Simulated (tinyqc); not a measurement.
Inside a calculation. Model: Schottky barrier with interface states (Cowley-Sze model), image lowering and contact resistance. Computed by tinyqc, a small Python program that keeps every step. Command: `OMP_NUM_THREADS=1 python tinyqc.py 3011246 3011247 out.jsonl pinning walk`. One thread of a shared host (Intel(R) Xeon(R) Processor @ 2.30GHz), about 0.01 s of CPU time with the checks. Intermediate numbers are printed to about 6 digits and carried at full precision; extremes and crossings named in words are read from the listed rows.

An n-type semiconductor under a metal. The barrier lies between the Schottky-Mott limit phi_M - chi and the Bardeen limit E_g - E_n, E_n being the neutrality level of the interface states; the space-charge term of the full Cowley-Sze expression is left out.

Inputs (values chosen for the exercise, with gap, mass and screening modelled on CdTe): gap E_g = 1.53 eV; electron affinity chi = 4.28 eV; metal work function phi_M = 5.19 eV; neutrality level E_n above the valence band = 0.445 eV; interface-state density D = 6.1e+13 cm^-2 eV^-1; dipole layer thickness delta = 0.21 nm; dipole layer constant eps_i = 1; dielectric constant eps_s = 10.6; electron mass m_e = 0.0953 m_0; valleys M_c = 1; donor density N = 5.3e+15 cm^-3; temperature T = 350 K; reverse bias V_r = 0.79 V.

Pinning factor from: interface states.

Constants: e = 1.602176634e-19 C; eps_0 = 8.8541878128e-12 F/m; k_B = 8.617333262e-05 eV/K; m_0 = 9.1093837015e-31 kg; k_B = 1.380649e-23 J/K; h = 6.62607015e-34 J s; hbar = 1.054571817e-34 J s.

## Pinning factor and barrier

S = 1/(1 + e^2 D delta/(eps_i eps_0)); for D per eV, e^2 D is the number e x D in SI units, with 1 cm^-2 = 1e4 m^-2. phi_B = S (phi_M - chi) + (1 - S)(E_g - E_n); the hole barrier is E_g - phi_B.

pinning factor S = 0.301388

Schottky-Mott barrier = 0.91 eV

Bardeen barrier = 1.085 eV

barrier phi_B = 1.03226 eV

hole barrier = 0.497743 eV

The contact is partly pinned.

## Depletion layer and image lowering under reverse bias

N_c = 2 M_c (2 pi m_e k_B T/h^2)^(3/2); xi = E_c - E_F solves N = N_c F_1/2(-xi/k_B T) (bisection; full ionisation). F_1/2(eta) = (2/sqrt(pi)) int_0^infinity sqrt(x)/(1 + exp(x - eta)) dx, by the trapezoid rule in t = sqrt(x) with step 0.02 up to t = 12 (for eta < -12 by exp(eta) - exp(2 eta)/2^(3/2)). V_bi = phi_B - xi; W = sqrt(2 eps_s eps_0 (V_bi + V_r - k_B T/e)/(e N)); field at the metal E_m = e N W/(eps_s eps_0); image lowering sqrt(e E_m/(4 pi eps_s eps_0)).

N_c = 9.30318e+17 cm^-3

xi = 0.155804 eV

built-in voltage V_bi = 0.876453 V

depletion width W = 601.422 nm

field E_m = 54414.1 V/cm

image lowering = 0.0271881 eV

## Thermionic current

A* = 4 pi e m_e M_c k_B^2/h^3 (a simple valley count); J_s = A* T^2 exp(-phi/k_B T). J_0 uses phi_B; the reverse current uses phi_B less the image lowering, times 1 - exp(-V_r/k_B T).

Richardson constant A* = 11.4525 A cm^-2 K^-2

J_0 = 1.91950e-09 A/cm^2

thermionic reverse current = 4.72802e-09 A/cm^2

Image lowering raises the reverse current by a factor 2.46.

## Tunnelling scale and contact resistivity

E_00 = (e hbar/2) sqrt(N/(m_e eps_s eps_0)), E_0 = E_00 coth(E_00/k_B T); scaling form of the contact resistivity rho_c = (k_B/(e A* T)) exp(phi_B/E_0), which is the thermionic result when E_00 << k_B T and keeps only the leading exponential of tunnelling when E_00 >> k_B T; image lowering is left out of it.

E_00 = 0.00134483 eV

E_00/k_B T = 0.0445887

E_0 = 0.0301807 eV

contact resistivity rho_c = 1.53607e+07 ohm cm^2

With the usual bounds 0.5 and 5 on E_00/k_B T the regime is thermionic emission; so large a rho_c means a blocking contact.

## Choosing the metal

The formulas are those given above.

Against work function:
```
phi_M (eV)  Schottky-Mott (eV)  phi_B (eV)  J_0 (A/cm^2)  rho_c (ohm cm^2)
4.28                      0.00     0.75799   1.70765e-05       1.73706e+03
4.50                      0.22     0.82430   1.89515e-06       1.56292e+04
4.72                      0.44     0.89060   2.10324e-07       1.40624e+05
4.94                      0.66     0.95691   2.33419e-08       1.26526e+06
5.15                      0.87     1.02020   2.86272e-09       1.03023e+07
5.37                      1.09     1.08651   3.17706e-10       9.26948e+07
5.59                      1.31     1.15281   3.52591e-11       8.34022e+08
5.81                      1.53     1.21912   3.91307e-12       7.50411e+09
```

A span of 1.53 eV in work function moves the barrier by 0.461 eV (slope S = 0.301) and rho_c by 6.6 decades. The barrier equals its Schottky-Mott value only at phi_M = chi + E_g - E_n = 5.37 eV, where the interface states are neutral.

## Doping the contact

Regimes: thermionic below E_00/k_B T = 0.5, field emission above 5.

Against doping:
```
N (cm^-3)  1e10/sqrt(N)   E_00/k_B T  rho_c (ohm cm^2)                     regime
1.00e+16    1.00000e+02  6.12473e-02       1.50555e+07        thermionic emission
1.00e+17    3.16228e+01  1.93681e-01       1.03072e+07        thermionic emission
1.00e+18    1.00000e+01  6.12473e-01       3.80001e+05  thermionic-field emission
3.00e+18    5.77350e+00  1.06083e+00       2.21402e+03  thermionic-field emission
1.00e+19    3.16228e+00  1.93681e+00       4.94655e-01  thermionic-field emission
3.00e+19    1.82574e+00  3.35465e+00       5.65491e-04  thermionic-field emission
1.00e+20    1.00000e+00  6.12473e+00       5.74432e-06             field emission
3.00e+20    5.77350e-01  1.06083e+01       5.41441e-07             field emission
1.00e+21    3.16228e-01  1.93681e+01       1.25847e-07             field emission
```

Over the thermionic rows rho_c changes by a factor 1.5 only, and then it falls fast, by 14.1 decades in all; in field emission ln rho_c is linear in 1/sqrt(N). It stays above 1e-7 ohm cm^2 at every listed doping.

Checks made by the program: charge in the layer against the field (relative difference below 1e-10).
